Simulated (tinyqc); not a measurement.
# All-pass ring resonator, step by step

Computed by the program tinyqc: `OMP_NUM_THREADS=1 python tinyqc.py 2650123 2650124 out.jsonl`, one thread of a shared Intel Xeon 2.30GHz, about 0.01 s for the whole run. Printed values are rounded.

A ring of length L = 2 pi Rr coupled to one bus waveguide: round-trip amplitude a = 10^(-al L/20), self-coupling t = sqrt(1 - k2). At detuning d from the resonance the round-trip phase is p = 2 pi d/FSR and the transmission T = (a^2 - 2 a t cos p + t^2)/(1 - 2 a t cos p + a^2 t^2). Lossless coupler, linear absorption only.

Parameters, values chosen for the exercise; values close to those of silicon waveguides: cold resonance wavelength lam = 1310 nm; ring radius Rr = 10 um; group index ng = 4.26; propagation loss al = 3.5 dB/cm; power coupling k2 = 0.0036; thermo-optic change of the effective index dT = 0.00017 1/K; thermal resistance Rt = 4.4 K/mW; share of the loss that heats the ring fa = 0.56; input power Pin = 0.092 mW; laser detuning from the cold resonance dl = 5.3 pm.

Constants: c = 299792458 m/s. Results are converted to the units shown.

## Resonance parameters

FSR = lam^2/(ng L), finesse F = pi sqrt(a t)/(1 - a t), FWHM = FSR/F, Q = lam/FWHM, Tmin = (a - t)^2/(1 - a t)^2, power build-up k2 a^2/(1 - a t)^2, optical bandwidth c/(lam Q).

a = 0.997471
t = 0.998198
FSR = 6.41140 nm
F = 724.692
FWHM = 8.84708 pm
Q = 1.48071e5
Tmin = -15.4904 dB
build-up = 191.422
bandwidth = 1.54553 GHz

The ring is undercoupled; critical coupling needs k2 = 1 - a^2 = 0.00505.

## Iteration 1: thermal shift of the resonance

s at the start = 0 pm

T is the transmission at d = dl - s, p = 2 pi d/FSR; out = (lam dT/ng) Rt fa (1 - T) Pin; s(new) = s + 0.5 (out - s).

d = 5.3 pm
T = 0.601008
out = 4.72828 pm
s after iteration 1 = 2.36414 pm

## Iteration 2: thermal shift of the resonance

As before.

d = 2.93586 pm
T = 0.325398
out = 7.99442 pm
s after iteration 2 = 5.17928 pm

## Course of the iteration: thermal shift of the resonance

Stop when s changes by less than 1e-7 pm, or after 200 iterations.

Course of the iteration:
```
iteration   s (pm)  |change| (pm)
1          2.36414           2.36
2          5.17928           2.82
3          8.34327           3.16
4          8.07980          0.263
5          8.16774         0.0879
6          8.13794         0.0298
7          8.14800         0.0101
8          8.14460        3.40e-3
9          8.14575        1.15e-3
10         8.14536        3.88e-4
11         8.14549        1.31e-4
12         8.14544        4.42e-5
13         8.14546        1.49e-5
14         8.14545        5.05e-6
15         8.14546        1.71e-6
16         8.14546        5.76e-7
17         8.14546        1.95e-7
18         8.14546        6.58e-8
```

Converged in 18 iterations. At the end each change is about 0.34 times the one before, with alternating sign: linear convergence. The equation has 1 root(s).
